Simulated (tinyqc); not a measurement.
# Thermal stress and diffusional relaxation in a metal film: Coble and Nabarro-Herring creep, cooling and holds, step by step

A worked calculation. Computed by tinyqc, a small Python program that keeps every step. Command: `OMP_NUM_THREADS=1 python tinyqc.py 3015932 3015933 out.jsonl creep walk`. One thread of a shared host (Intel(R) Xeon(R) Processor @ 2.30GHz), about 0.03 s of CPU time with the checks. Intermediate numbers are printed to about 6 digits and carried at full precision; extremes and crossings named in words are read from the listed rows.

A thin film on a rigid substrate is stress-free at T0. Tension is positive and the film creeps linearly: d sigma/dt = -M (mismatch) dT/dt - sigma/tau.

Inputs (values chosen for the exercise, modelled on aluminium films on silicon):
```
quantity                           value        unit
biaxial modulus M                    109         GPa
expansion mismatch                  19.7      1e-6/K
atomic volume Omega                 16.6  angstrom^3
lattice prefactor D0             0.00013       m^2/s
lattice energy E                    1.48          eV
boundary prefactor (delta D_b)0  4.1e-14       m^3/s
boundary energy E_b                0.862          eV
grain size d                         2.7          um
stress-free temperature T0           350           C
hold temperature T                   220           C
hold time t                        0.028           h
cooling rate                          30       C/min
```

Constants: k_B = 1.380649e-23 J/K; k_B = 8.617333262e-05 eV/K.

## Elastic stress after a quench

Thermoelastic slope = M x mismatch; sigma_0 = slope x (T0 - T).

thermoelastic slope = 2.1473 MPa/K

stress after a quench sigma_0 = 279.149 MPa

## Creep at the hold temperature

Creep rate per stress: Nabarro-Herring 14 D Omega/(k_B T d^2), Coble (14 pi) delta D_b Omega/(k_B T d^3), with D = D0 exp(-E/(k_B T)), delta D_b = (delta D_b)0 exp(-E_b/(k_B T)); 1/tau = M x (sum of both)/2 (biaxial strain rate is half the uniaxial one). Temperatures in kelvin are T(C) + 273.15. sigma(t) = sigma_0 exp(-t/tau), relaxed part sigma_0 - sigma(t); the grain size where both mechanisms are equal is pi delta D_b/D.

Nabarro-Herring rate = 4.56493e-16 1/(Pa s)

Coble rate = 3.46539e-13 1/(Pa s)

relaxation time tau = 0.0146885 h

stress after the hold = 41.4917 MPa

stress relaxed during the hold = 237.657 MPa

crossover grain size = 2049.66 um

Coble creep is 760 times as fast as Nabarro-Herring creep at this grain size. The crossover size is formal, far above any film grain. Caution: bulk creep laws overstate relaxation in a bonded film, where the substrate constrains boundary diffusion, and dislocation glide is left out.

## Stress after cooling to room temperature

Cooling from T0 at the constant rate: d sigma/dT = -slope + sigma/(tau(T) x rate), integrated to 25 C (stiff solver, tolerance 1e-9). Effective stress-free temperature T_eff = 25 C + sigma/slope.

stress at 25 C = 400.278 MPa

effective stress-free temperature = 211.410 C

Creep during cooling removes 42.6 % of the elastic value. Caution: bulk creep laws overstate relaxation in a bonded film, and dislocation glide would cap stresses above the yield stress.

## Where a fixed hold relaxes most

For each hold temperature: sigma_0 = slope (T0 - T), relaxed stress sigma_0 (1 - exp(-t/tau)), initial rate sigma_0/tau. In confined lines the relaxed part appears as void volume.

Holds:
```
T (C)  sigma_0 (MPa)      tau (h)  relaxed (MPa)  initial rate (MPa/h)
25          697.8725  5.13519e+03    3.80519e-03           1.35900e-01
65          611.9805  1.10062e+02    1.55669e-01           5.56031e+00
105         526.0885  5.38557e+00    2.72808e+00           9.76848e+01
145         440.1965  4.74136e-01    2.52430e+01           9.28418e+02
185         354.3045  6.43230e-02    1.25045e+02           5.50821e+03
225         268.4125  1.21018e-02    2.41868e+02           2.21796e+04
265         182.5205  2.93034e-03    1.82508e+02           6.22864e+04
305          96.6285  8.64253e-04    9.66285e+01           1.11806e+05
345          10.7365  2.97571e-04    1.07365e+01           3.60805e+04
```

The relaxed stress peaks at 225 C among these rows: colder holds have more stress but slower diffusion, hotter ones faster diffusion but less stress. The initial rate peaks about k_B T^2/E_b = 39 K below T0 when boundaries dominate; its largest row is 305 C. Caution: dislocation glide would cap stresses above the yield stress; capping layers can block the surface and boundary paths, and threshold stresses are ignored.

Checks made by the program: cooling integral by quadrature (relative difference 3e-09).
